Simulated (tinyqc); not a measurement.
# Worked calculation: one level coupled to a phonon between two leads, self-consistent Born approximation

Program tinyqc, `OMP_NUM_THREADS=1 python tinyqc.py 2720015 2720016 out.jsonl`; Intel Xeon 2.30GHz, shared host, one thread, about 0.04 s. Printed values are rounded.

Wide-band leads with mu_L = +V/2 and mu_R = -V/2; phonons in equilibrium, Nq = 1/(exp(w0/kB T) - 1). Scattering links only energies that differ by w0, so a ladder E_k = E1 + k w0 closes on itself; terms that reach past its ends are dropped. Gn and Gp are the electron and hole parts of the spectral function A = Gn + Gp.

Parameters, values chosen for the exercise:
```
symbol,value,unit,meaning
T,150,K,temperature of leads and phonons
w0,25,meV,phonon energy
ed,-28,meV,level
GL,16,meV,coupling to the left lead
GR,10,meV,coupling to the right lead
M,10,meV,electron-phonon matrix element
V,49,mV,bias
nr,6,,rungs of the ladder shown
E1,-48,meV,lowest rung
```

Constants: q = 1.602176634e-19 C, kB = 1.380649e-23 J/K, Vt = kB T/q. Results are converted to the units shown.

Range of the model: The self-consistent Born approximation keeps only non-crossing phonon lines and no Hartree shift; it is rough once the coupling nears the phonon energy.

## The ladder and the first Green functions

|G|^2 = 1/[(E - ed)^2 + (GL + GR + Sin + Sout)^2/4], Gn = |G|^2 (GL fL + GR fR + Sin), Gp = |G|^2 (GL (1 - fL) + GR (1 - fR) + Sout), f = 1/(1 + exp((E - mu)/kB T)). On a single ladder the real part of the phonon self-energy, which needs all energies, is left out. At the start Sin = Sout = 0.

```
rung,E (meV),fL,fR,Gn (1/meV),Gp (1/meV)
0,-48,0.996348,0.860331,0.0431369,0.00255733
1,-23,0.975272,0.471021,0.104714,0.0293064
2,2,0.850773,0.114039,0.0138005,0.0105213
3,27,0.451798,0.0182671,0.00232043,0.00581984
4,52,0.106453,0.00268254,2.63369e-4,0.00369462
5,77,0.0169302,3.88670e-4,2.45462e-5,0.00229813
```

Nq = 0.168984

## Iteration 1: scattering functions

Sin(E) = M^2 [(Nq + 1) Gn(E + w0) + Nq Gn(E - w0)], Sout(E) = M^2 [(Nq + 1) Gp(E - w0) + Nq Gp(E + w0)]. Nq = 1/(exp(w0/kB T) - 1).

```
rung,Sin (meV),Sout (meV)
0,12.2409,0.495231
1,2.34220,0.476740
2,2.04076,3.52422
3,0.263994,1.29235
4,0.0420809,0.719164
5,0.00445052,0.431895
```

## Iteration 1: Green functions

|G|^2 = 1/[(E - ed)^2 + (GL + GR + Sin + Sout)^2/4], Gn = |G|^2 (GL fL + GR fR + Sin), Gp = |G|^2 (GL (1 - fL) + GR (1 - fR) + Sout), f = 1/(1 + exp((E - mu)/kB T)). On a single ladder the real part of the phonon self-energy, which needs all energies, is left out.

```
rung,Gn after iteration 1 (1/meV),Gp after iteration 1 (1/meV)
0,0.0474581,0.00251619
1,0.0973928,0.0264889
2,0.0146147,0.0128550
3,0.00238750,0.00618411
4,2.69364e-4,0.00379829
5,2.49310e-5,0.00233552
```

## Iteration 2: scattering functions

As before.

```
rung,Sin (meV),Sout (meV)
0,11.3851,0.447619
1,2.51040,0.511366
2,1.92488,3.20101
3,0.278453,1.56691
4,0.0432594,0.762379
5,0.00455182,0.444014
```

## Iteration 2: Green functions

As before.

```
rung,Gn after iteration 2 (1/meV),Gp after iteration 2 (1/meV)
0,0.0474117,0.00251078
1,0.0968942,0.0263061
2,0.0146013,0.0126494
3,0.00238902,0.00626172
4,2.69518e-4,0.00380451
5,2.49397e-5,0.00233656
```

## Course of the iteration

Repeat until no Sin or Sout changes by more than 1e-9 meV.

Course of the iteration:
```
iteration,largest Sin + Sout (meV),largest change (meV)
1,12.7362,12.2
2,11.8327,0.856
3,11.7713,0.0583
4,11.7745,3.34e-3
5,11.7747,2.21e-4
6,11.7748,3.07e-5
7,11.7748,2.61e-6
8,11.7748,5.98e-7
9,11.7748,5.13e-8
10,11.7748,1.23e-8
11,11.7748,1.06e-9
12,11.7748,2.52e-10
```

Converged in 12 iterations; the change shrinks by about 0.12 a step.

## Currents on the rungs

```
rung,converged Gn (1/meV),converged Gp (1/meV)
0,0.0474080,0.00251017
1,0.0969249,0.0262986
2,0.0146002,0.0126360
3,0.00238922,0.00625450
4,2.69519e-4,0.00380570
5,2.49399e-5,0.00233664
```

Spectral currents into the level: iL = GL [fL Gp - (1 - fL) Gn], iR = GR [fR Gp - (1 - fR) Gn].

```
rung,iL,iR,iL + iR
0,0.037246,-0.044619,-0.0073727
1,0.372024,-0.388840,-0.0168161
2,0.137145,-0.114942,0.0222028
3,0.024256,-0.022313,0.0019427
4,0.002629,-0.002586,0.0000430
5,0.000241,-0.000240,0.0000005
```

sum of iL = 0.573540

On a single rung iL + iR need not vanish (largest 0.022), since phonons move electrons between rungs; summed over the ladder it does.
